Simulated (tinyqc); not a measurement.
Current crowding under a contact, resistor ladder against the transmission-line model: two steps of the calculation.

A metal contact of length d and width W on a thin layer of the same width. The metal has no resistance, the sheet resistance under it equals Rsh, and current enters the layer at the front edge x = 0.

Parameters, values chosen for the exercise: sheet resistance of the semiconductor layer Rsh = 29 ohm/sq; specific contact resistivity rc = 2e-9 ohm cm^2; contact length d = 0.11 um; contact width W = 15 um; cells n = 6; current I = 0.5 mA.

Question 1. Voltages and the share of the current. Cut the contact into n cells of length hc = d/n. Neighbouring cell centres are joined by a = W/(Rsh hc), each centre joins the metal (0 V) by g = W hc/rc, and I enters cell 1 through half a cell: -a v_(i-1) + b_i v_i - a v_(i+1) = I for i = 1 and 0 otherwise, b_i = g + 2 a (g + a at both ends). Rc = v_1/I + 1/(2 a). Cell i passes g v_i to the metal.

a = 28.213166 S
g = 1.375 S

| cell | b_i (S) |
|---|---|
| 1 | 29.588166 |
| 2 | 57.801332 |
| 3 | 57.801332 |
| 4 | 57.801332 |
| 5 | 57.801332 |
| 6 | 29.588166 |

Give: v_i; share of the current; Rc of the ladder.

Answer 1.

| cell | v_i (mV) | share of the current (%) |
|---|---|---|
| 1 | 0.084266 | 23.173 |
| 2 | 0.070650 | 19.429 |
| 3 | 0.060478 | 16.631 |
| 4 | 0.053253 | 14.645 |
| 5 | 0.048624 | 13.372 |
| 6 | 0.046364 | 12.750 |

Rc of the ladder = 0.18625 ohm

The first cell passes 23.2 % of the current and the last 12.8 %; an even spread would give 16.7 % each.

Question 2. The transmission-line result. Transfer length Lt = sqrt(rc/Rsh); front resistance Rc = (Rsh Lt/W) coth(d/Lt); end resistance Re = (Rsh Lt/W)/sinh(d/Lt). v(x) = I (Rsh Lt/W) cosh((d - x)/Lt)/sinh(d/Lt) at the cell centres x = (i - 1/2) d/n.

Give: Lt; Rc; Re; v(x).

Answer 2.

Lt = 0.083045 um
Rc = 0.18499 ohm
Re = 0.091885 ohm

| cell | v(x) (mV) |
|---|---|
| 1 | 0.084179 |
| 2 | 0.070540 |
| 3 | 0.060353 |
| 4 | 0.053119 |
| 5 | 0.048485 |
| 6 | 0.046223 |

The ladder's Rc is 0.68 % above this value, with cells 0.22 Lt long.

Computed by the program tinyqc: `OMP_NUM_THREADS=1 python tinyqc.py 2760089 2760090 out.jsonl`, one thread of a shared Intel Xeon 2.30GHz, about 0.01 s for the whole run.
